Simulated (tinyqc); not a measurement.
## The weight eta from points of equal mobility

Problem. If the mobility depends on E = q (Ndep + eta Ns)/(eps0 eps_r) alone, two points of equal mobility on its falling branch have equal E. Find eta and E.

Inputs (values chosen for the exercise):
- eps_r = 11.6 (relative permittivity of the semiconductor)

Constants: q = 1.602176634e-19 C, eps0 = 8.8541878128e-14 F/cm where lengths are in cm. Results are converted to the units shown.

Ndep at two body biases (cm^-2): 1.3798979e12  2.3980112e12
Ns at which the mobility is the same (cm^-2): 7.5e12  4.3183962e12

Solution. eta is the ratio of the differences of Ndep and Ns.

eta = 0.3200
E = 0.5896 MV/cm

Numbers from tinyqc (`OMP_NUM_THREADS=1 python tinyqc.py 2510122 2510123 out.jsonl`; about 0.01 s on one thread of a shared Intel Xeon 2.30GHz).
